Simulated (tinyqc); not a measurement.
Where the concentration falls to given levels: concentration-dependent dopant diffusion with charged defects and the built-in field. Computed by tinyqc, a small Python program. Command: `OMP_NUM_THREADS=1 python tinyqc.py 3020232 3020233 out.jsonl extrinsic walk`. One thread of a shared host (Intel(R) Xeon(R) Processor @ 2.30GHz), about 0.09 s of CPU time with the checks.

A constant source C_s feeds a half space. The dopant moves through neutral point defects and through charged ones, whose number grows with the majority carrier density n.

Inputs (values chosen for the exercise, modelled on phosphorus in silicon):
```
quantity                        value    unit
neutral prefactor D0x            4.04  cm^2/s
neutral activation energy E0     3.64      eV
singly charged prefactor D01     4.69  cm^2/s
activation energy E1                4      eV
doubly charged prefactor D02     42.8  cm^2/s
activation energy E2             4.36      eV
surface concentration C_s     6.9e+19  1/cm^3
temperature T                    1075       C
time t                             64       s
```

Field enhancement: on.

Constants: k_B = 8.617333262e-05 eV/K.

Method:
- n_i = 3.87e16 T^1.5 exp(-7014/T) per cm^3 (T in kelvin, an empirical form); each D = prefactor x exp(-E/(k_B T)); the intrinsic diffusivity D_i is their sum.
- Temperatures in kelvin are T(C) + 273.15.
- n = C/2 + sqrt(C^2/4 + n_i^2); D(C) = h [Dx + D1 (n/n_i) + D2 (n/n_i)^2], h = 1 + C/sqrt(C^2 + 4 n_i^2).
- With y = x/sqrt(D_s t), u = C/C_s and q = -(D/D_s) du/dy: du/dy = -q D_s/D, dq/dy = -(y/2) q D_s/D, u(0) = 1. The surface flux q(0) is shot so that u tends to 0 (LSODA, an adaptive multistep solver, relative tolerance 1e-10). Dose Q = 2 q(0) C_s sqrt(D_s t).
- For comparison, erfc profiles with a constant D: x = 2 sqrt(D t) erfc^-1(C/C_s), with D = D_i and D = D_s.

partial diffusivities (cm^2/s): Dx 9.97698e-14, D1 5.22403e-15, D2 2.15026e-15

n_i = 1.05395e+19 1/cm^3

surface diffusivity D_s = 4.52242e-13 cm^2/s

intrinsic diffusivity D_i = 1.07144e-13 cm^2/s

Depth (nm):
```
C/C_s       D/D_s    full  erfc with D_i  erfc with D_s
8.00e-01  0.81819   20.98           9.38          19.28
5.00e-01  0.59631   48.66          24.98          51.32
2.00e-01  0.39971   78.63          47.46          97.50
1.00e-01  0.32200   92.80          60.91         125.15
3.00e-02  0.26251  110.33          80.36         165.11
1.00e-02  0.24540  122.97          95.39         195.98
1.00e-03  0.23776  145.31         121.86         250.35
1.00e-04  0.23700  164.71         144.08         296.01
```

What does the comparison show, and why?

The depth between C/C_s = 0.1 and 1e-4 spans 71.9 nm in the full profile, against 83.2 nm for D_i and 171 nm for D_s; the ratio of the depths at 1e-4 and at 0.5 is 3.38, against 5.77 for any erfc. The profile is box-like: fast diffusion in the heavily doped part feeds a front that moves slowly where D drops to D_i. Caution: at such a C_s dopants can cluster or exceed their solubility, which the model leaves out.
